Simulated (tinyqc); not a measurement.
p-type polysilicon, carrier trapping at grain boundaries: two steps of the calculation.

One-dimensional grains of size Lg, uniform ionised doping N, monovalent traps Qt at each boundary at a depth Et below (for electrons) or above (for holes) the band edge there, abrupt depletion of width W on each side of a boundary, Boltzmann statistics. xi is the distance from the band edge at the grain centre to the Fermi level. Trapped charge Qt/(1 + exp((xi + VB - Et)/Vt)) = 2 N W, barrier VB = q N W^2/(2 eps0 eps_r).

Inputs (values chosen for the exercise); values of the order met in polycrystalline silicon: temperature T = 300 K; relative permittivity eps_r = 11.7; valence-band density of states at T NB = 2.65e19 cm^-3; grain size Lg = 160 nm; trap density of a grain boundary Qt = 8.7e11 cm^-2; depth of the trap level from the majority band edge at the boundary Et = 0.38 eV; mass for thermionic emission ms = 0.53 m0; correction factor of the emission rate fe = 0.25; mobility inside the grains mug = 220 cm^2/(V s); doping N = 1e17 cm^-3.

Constants: q = 1.602176634e-19 C, kB = 1.380649e-23 J/K, m0 = 9.1093837015e-31 kg, Vt = kB T/q, eps0 = 8.8541878128e-14 F/cm where lengths are in cm. Results are converted to the units shown.

Problem 1. Depletion width, Fermi level and barrier. If the trap equation with xi = Vt ln(NB/N) has a root W < Lg/2, the grain is partly depleted; otherwise W = Lg/2 and the trap equation gives xi = Et - VB + Vt ln(Qt/(N Lg) - 1). N* = Qt/Lg.

Give: N*; W; xi; VB; share of traps filled.

Solution 1.

N* = 5.4375e16 cm^-3
W = 42.474 nm
xi = 0.14425 V
VB = 0.13950 V
share of traps filled = 0.97641

N is 1.84 N*, and the grain is partly depleted; VB = 5.40 Vt.

Problem 2. Resistivity and effective mobility. n0 = NB exp(-xi/Vt); mean density n0 (1 - 2 W/Lg) by charge balance in a partly depleted grain, and n0 (sqrt(pi)/2) erf(u)/u with u = sqrt(VB/Vt) in a fully depleted one; v = sqrt(kB T/(2 pi ms m0)); barrier resistivity Vt exp(VB/Vt)/(q fe n0 v Lg); grain resistivity (1 - 2 W/Lg)/(q n0 mug); effective mobility 1/(q mean density total resistivity).

W = 42.473823 nm
xi = 0.14424717 V
VB = 0.13950460 V

Wanted: n0; mean density; v; barrier resistivity; grain resistivity; resistivity; effective mobility.

Solution 2.

n0 = 1.0000e17 cm^-3
mean density = 4.6908e16 cm^-3
v = 3.6951e6 cm/s
barrier resistivity = 24.081 ohm cm
grain resistivity = 0.13308 ohm cm
resistivity = 24.214 ohm cm
effective mobility = 5.4952 cm^2/(V s)

The resistivity is 85.3 times that of a single crystal with the same N and mobility mug, and the mean density is 46.9 % of N.

Computed by the program tinyqc: `OMP_NUM_THREADS=1 python tinyqc.py 2830219 2830220 out.jsonl`, one thread of a shared Intel Xeon 2.30GHz, about 0.01 s for the whole run.
